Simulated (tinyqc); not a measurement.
Worked calculation: Hueckel theory of the pi electrons, for the molecule O=C1C=CC(=O)C=C1 (SMILES; centres numbered as the heavy atoms are written). Computed by tinyqc, a small Python program that keeps every step. Settings: charge = 0. Command: `OMP_NUM_THREADS=1 python tinyqc.py 27811 27812 out.jsonl` (the two numbers bound the seeds that draw the settings). One thread of a shared host (Intel(R) Xeon(R) Processor @ 2.60GHz), about 0.01 s of CPU time with the checks.

## The Hueckel matrix

Centres:
```
centre  z_r, pi electrons of the neutral centre        h
1O                                            1  1.00000
2C                                            1  0.00000
3C                                            1  0.00000
4C                                            1  0.00000
5C                                            1  0.00000
6O                                            1  1.00000
7C                                            1  0.00000
8C                                            1  0.00000
```

Bonds:
```
i  j        k
1  2  1.00000
2  3        1
3  4        1
4  5        1
5  6        1
5  7        1
7  8        1
8  2        1
```

H_rr = alpha + h_r beta, H_rs = k_rs beta for bonded centres.

Hueckel matrix in units of beta (H = alpha + beta A), lower triangle:
```
         1O       2C       3C       4C       5C       6O       7C       8C
1O  1.00000
2C  1.00000  0.00000
3C  0.00000  1.00000  0.00000
4C  0.00000  0.00000  1.00000  0.00000
5C  0.00000  0.00000  0.00000  1.00000  0.00000
6O  0.00000  0.00000  0.00000  0.00000  1.00000  1.00000
7C  0.00000  0.00000  0.00000  0.00000  1.00000  0.00000  0.00000
8C  0.00000  1.00000  0.00000  0.00000  0.00000  0.00000  1.00000  0.00000
```

## Orbitals

pi electrons, sum of z_r less the charge = 8

Diagonalise; E = alpha + x beta with beta < 0, so the largest x are filled first; degenerate levels share their electrons. P = sum n_i c_ri c_si; each orbital has its largest coefficient positive (the first on a tie).

x values: 2.30278  1.86081  1.00000  1.00000  0.25410  -1.00000  -1.30278  -2.11491

occupations: 2.00000  2.00000  2.00000  2.00000  0.00000  0.00000  0.00000  0.00000

coefficients:
```
        MO1       MO2       MO3       MO4       MO5       MO6       MO7       MO8
1O  0.32626   0.51004   0.00000   0.57735   0.46996   0.00000  -0.24540  -0.13784
2C  0.42504   0.43904   0.00000   0.00000  -0.35054   0.00000   0.56510   0.42937
3C  0.32626   0.15347   0.50000  -0.28868  -0.27952   0.50000  -0.24540  -0.38512
4C  0.32626  -0.15347   0.50000  -0.28868   0.27952  -0.50000  -0.24540   0.38512
5C  0.42504  -0.43904   0.00000   0.00000   0.35054   0.00000   0.56510  -0.42937
6O  0.32626  -0.51004   0.00000   0.57735  -0.46996   0.00000  -0.24540   0.13784
7C  0.32626  -0.15347  -0.50000  -0.28868   0.27952   0.50000  -0.24540   0.38512
8C  0.32626   0.15347  -0.50000  -0.28868  -0.27952  -0.50000  -0.24540  -0.38512
```

charge and bond-order matrix P, lower triangle:
```
          1O        2C        3C        4C       5C        6O       7C       8C
1O   1.39983
2C   0.72521   0.74684
3C   0.03611   0.41211   0.92666
4C  -0.27699   0.14259   0.83245   0.92666
5C  -0.17050  -0.02419   0.14259   0.41211  0.74684
6O   0.35928  -0.17050  -0.27699   0.03611  0.72521   1.39983
7C  -0.27699   0.14259  -0.16755  -0.07334  0.41211   0.03611  0.92666
8C   0.03611   0.41211  -0.07334  -0.16755  0.14259  -0.27699  0.83245  0.92666
```

Within a degenerate level the vectors are fixed only up to a rotation; this is one choice.

## Energy, charges, bond orders

E = sum n x; q_r = z_r - P_rr; bond order p = P_rs; free valence = sqrt(3) - sum of p over the bonds of the atom.

pi energy = 8 alpha + this times beta = 12.32716

pi charges: 1O -0.39983, 2C 0.25316, 3C 0.07334, 4C 0.07334, 5C 0.25316, 6O -0.39983, 7C 0.07334, 8C 0.07334

Bond orders and lengths from R = 1.517 - 0.180 p (angstrom, C-C alone):
```
bond        p        R
1-2   0.72521        -
2-3   0.41211  1.44282
3-4   0.83245  1.36716
4-5   0.41211  1.44282
5-6   0.72521        -
5-7   0.41211  1.44282
7-8   0.83245  1.36716
8-2   0.41211  1.44282
```

free valence of the carbons: 2C 0.18263, 3C 0.48749, 4C 0.48749, 5C 0.18263, 7C 0.48749, 8C 0.48749

gap between the highest filled and the next level = 0.74590 |beta|
